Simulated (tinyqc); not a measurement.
From results back to parameters: standing waves and exposure in a photoresist film. Three cases, with inputs chosen for the exercise.

Problem. Bleaching of a resist on an index-matched plate: T(0) = T12 exp(-(A + B) d), T(end) = T12 exp(-B d), T12 = 1 - ((n1 - 1)/(n1 + 1))^2, and the first slope dT/dD = T(0) C A T12 (1 - exp(-(A + B) d))/(A + B). Here d = dT and D is the dose; A, B and C are hidden.

Case 1.

Values chosen (out of a larger set: a resist on W, indices near tabulated ones; not measured data): n1 = 1.733 (resist index); dT = 1.137 micrometre (resist thickness on an index-matched plate).

T(0) = 0.588928
T(end) = 0.857065
dT/dD = 0.0041194 cm^2/mJ

Case 2.

Values chosen (out of a larger set: a resist on Cu, indices near tabulated ones; not measured data): n1 = 1.73 (resist index); dT = 0.259 micrometre (resist thickness on an index-matched plate).

T(0) = 0.837120
T(end) = 0.854646
dT/dD = 0.00039777 cm^2/mJ

Case 3.

Values chosen (out of a larger set: a resist on W, indices near tabulated ones; not measured data): n1 = 1.685 (resist index); dT = 0.847 micrometre (resist thickness on an index-matched plate).

T(0) = 0.633230
T(end) = 0.888588
dT/dD = 0.0031562 cm^2/mJ

Find: A; B; C.

Solution. A = ln(T(end)/T(0))/d, B = ln(T12/T(end))/d, and the slope then gives C.

Case 1.

A = 0.33 1/micrometre
B = 0.07 1/micrometre
C = 0.025 cm^2/mJ

Case 2.

A = 0.08 1/micrometre
B = 0.32 1/micrometre
C = 0.026 cm^2/mJ

Case 3.

A = 0.40 1/micrometre
B = 0.06 1/micrometre
C = 0.019 cm^2/mJ

Computed by tinyqc, one run a case: `OMP_NUM_THREADS=1 python tinyqc.py N N+1 out.jsonl` with N = 1680383, 1680417, 1680441; one thread of a shared Intel(R) Xeon(R) Processor @ 2.30GHz, about 0.01 s a run at most.
